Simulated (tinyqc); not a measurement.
Gated graphene, quantum capacitance: two steps of the calculation.

phi is the Fermi level above the Dirac point, in volts; Vg is counted from the gate voltage of charge neutrality. Ideal linear bands, no charge puddles.

Inputs (values chosen for the exercise); values close to those of graphene:
```
symbol   value         unit           meaning
T          400            K       temperature
vF      9.88e5          m/s    Fermi velocity
Dit     5.1e11  cm^-2 eV^-1  density of traps
Vg       -0.28            V      gate voltage
```

Constants: q = 1.602176634e-19 C, kB = 1.380649e-23 J/K, hbar = 1.054571817e-34 J s, Vt = kB T/q. Results are converted to the units shown.

Question 1. New phi. N0 = (2/pi)(kB T/(hbar vF))^2; n = N0 F1(phi/Vt), p = N0 F1(-phi/Vt), F1(e) = int_0^infinity u du/(1 + exp(u - e)) = -Li2(-exp(e)); Cq = q d(n - p)/dphi = (q N0/Vt) ln[2 (1 + cosh(phi/Vt))]. Newton: f = phi + q (n - p + Dit phi)/Cox - Vg, phi(new) = phi - f/(1 + (Cq + q Dit)/Cox).

phi at the start = -0.28 V
Cox = 1.3830852 uF/cm^2

Find: n; p; Cq; f; phi after iteration 1.

Answer 1.

n = 5.304e7 cm^-2
p = 6.195e12 cm^-2
Cq = 6.754 uF/cm^2
f = -0.7342 V
phi after iteration 1 = -0.1564 V

Question 2. Charge and capacitances at the solution. 1/C_G = 1/Cox + 1/(Cq + q Dit); dphi/dVg = Cox/(Cox + Cq + q Dit).

converged phi = -0.11828021 V
Cox = 1.3830852 uF/cm^2

Give: n - p; Cq; C_G; dphi/dVg.

Answer 2.

n - p = -1.3357e12 cm^-2
Cq = 2.9056 uF/cm^2
C_G = 0.94539 uF/cm^2
dphi/dVg = 0.31646

C_G is 68.4 % of Cox; 42.2 % of the gate voltage has gone into phi.

Numbers from tinyqc (`OMP_NUM_THREADS=1 python tinyqc.py 2200145 2200146 out.jsonl`; about 0.01 s on one thread of a shared Intel Xeon 2.30GHz).
